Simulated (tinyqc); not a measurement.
Inside a calculation. Model: grain-boundary trapping model (Seto) of a polycrystalline semiconductor film. Computed by tinyqc, a small Python program that keeps every step. Command: `OMP_NUM_THREADS=1 python tinyqc.py 3016371 3016372 out.jsonl poly walk`. One thread of a shared host (Intel(R) Xeon(R) Processor @ 2.30GHz), about 0.01 s of CPU time with the checks. Intermediate numbers are printed to about 7 digits and carried at full precision; extremes and crossings named in words are read from the listed rows.

Grains of equal size L are joined by thin boundaries with one trap level. Trapped carriers deplete a width W on each side and raise a barrier, crossed by thermionic emission. Dopants are fully ionised, statistics are non-degenerate and mu_g does not depend on T.

Inputs (values chosen for the exercise, modelled on polycrystalline SiGe):

| quantity | value | unit |
|---|---|---|
| permittivity eps | 13.5 | - |
| effective mass m | 0.33 | m_0 |
| effective density of states at 300 K, N_c | 1.5e+19 | 1/cm^3 |
| grain size L | 23 | nm |
| trap density Q_t | 3.2e+12 | 1/cm^2 |
| trap level E_t below the band edge | 0.45 | eV |
| doping N | 1.4e+19 | 1/cm^3 |
| mobility inside the grains mu_g | 230 | cm^2/(V s) |
| temperature T | 400 | K |

Grain interior: resistance included.

Constants: e = 1.602176634e-19 C; eps_0 = 8.8541878128e-12 F/m; k_B = 8.617333262e-05 eV/K; m_0 = 9.1093837015e-31 kg; k_B = 1.380649e-23 J/K.

## Critical doping

If all traps fill, the grain is just depleted at N* = Q_t/L, with the barrier e Q_t L/(8 eps eps_0).

N* = 1.391304e+18 1/cm^3

barrier at N* with all traps filled = 0.1233149 V

The traps stay filled only while e V_B is below E_t - k_B T ln(N_c(T)/N*) = 0.353 eV. The barrier above stays below that, so nearly all traps can fill.

## Barrier

N_c(T) = N_c (T/300 K)^(3/2). Filled traps Q = Q_t/(1 + (1/2) exp((E_t* - E_F)/k_B T)), where E_t* = e V_B - E_t and E_F are counted from the band edge at the grain centre. Partial depletion: Q = 2 N W, V_B = e N W^2/(2 eps eps_0), E_F = k_B T ln(N/N_c); solve for W. If that W would exceed L/2 the grain is fully depleted: W = L/2, Q = N L, and E_F follows from the trap equation. Centre density n_0 = N_c exp(E_F/k_B T).

depletion width W = 1.142854 nm

barrier V_B = 0.01225484 V

E_F = -0.01725245 eV

centre density n_0 = 1.40e+19 1/cm^3

The grain is partly depleted; 100.0 % of the traps are filled, and they hold 9.9 % of the carriers. Caution: E_F is within 2 k_B T of the band edge, so non-degenerate statistics fail, and tunnelling through so thin a barrier adds to the current. Caution: e V_B is below 2 k_B T, where the depletion approximation fails and the mean density does not balance the trapped charge.

## Resistivity and effective mobility

Boundary: sigma_b = L e^2 n_0 exp(-e V_B/k_B T)/sqrt(2 pi m k_B T); drift through the grain, depleted parts included: rho_g = [(1 - 2W/L) + (2W/L) int_0^1 exp(y^2 s^2) ds]/(e n_0 mu_g); rho = 1/sigma_b + rho_g. Mean carrier density n_av = n_0 [(1 - 2W/L) + (2W/L) (sqrt(pi)/2) erf(y)/y], y = sqrt(e V_B/k_B T); effective mobility 1/(e n_av rho).

boundary resistivity = 0.001763155 ohm cm

drift resistivity rho_g = 0.001963842 ohm cm

resistivity rho = 0.003726997 ohm cm

mean carrier density = 1.385131e+19 1/cm^3

effective mobility = 120.9037 cm^2/(V s)

A single crystal with the same N and mu_g would have 0.00194 ohm cm, a factor 1.92 lower.

## Activation energy

E_a = d ln(rho)/d(1/k_B T) from T - 5 K and T + 5 K; temperature coefficient d ln(rho)/dT.

activation energy E_a = -0.002092101 eV

temperature coefficient = 0.01517601 %/K

With a fixed barrier the boundary term gives E_a = e V_B - k_B T/2 = -0.0050 eV, the second term coming from the thermal velocity in the prefactor; the drift resistivity, which hardly depends on T, dilutes it.

## Against the doping

The formulas are those given above.

The same film:

| N (1/cm^3) | W (nm) | V_B (V) | mean density (1/cm^3) | mobility (cm^2/(V s)) | rho (ohm cm) |
|---|---|---|---|---|---|
| 4.20e+16 | 11.50000 | 0.0037226 | 8.267040e+11 | 136.3822 | 5.535821e+04 |
| 1.40e+17 | 11.50000 | 0.0124086 | 3.533082e+12 | 125.9232 | 1.402911e+04 |
| 3.50e+17 | 11.50000 | 0.0310214 | 1.564786e+13 | 101.0686 | 3.946559e+03 |
| 7.00e+17 | 11.50000 | 0.0620428 | 9.417144e+13 | 61.7286 | 1.073703e+03 |
| 1.10e+18 | 11.50000 | 0.0974959 | 8.171650e+14 | 30.4603 | 2.507526e+02 |
| 1.70e+18 | 9.40921 | 0.1008680 | 1.018456e+18 | 24.9691 | 2.454391e-01 |
| 2.80e+18 | 5.71399 | 0.0612681 | 2.278656e+18 | 53.1240 | 5.156084e-02 |
| 5.60e+18 | 2.85711 | 0.0306366 | 5.277955e+18 | 92.1345 | 1.283517e-02 |
| 1.40e+19 | 1.14285 | 0.0122548 | 1.385131e+19 | 120.9037 | 3.726997e-03 |
| 5.60e+19 | 0.28571 | 0.0030637 | 5.595986e+19 | 135.5930 | 8.225752e-04 |

The barrier peaks among these rows at N = 1.7e18 (0.101 V) and the mobility has its minimum at 1.7e18; N* is 1.4e18. While the grain is fully depleted (W = L/2) V_B grows as N; once all traps are filled it falls as 1/N (last exponent -1.00). Partly depleted rows (W < L/2) with e V_B below 2 k_B T stretch the depletion approximation. Where N approaches N_c the non-degenerate statistics fail. rho drops most steeply, as N^-15.9, between 1.1e18 and 1.7e18.

Checks made by the program: charge in the traps against the depleted charge (relative difference below 1e-10).
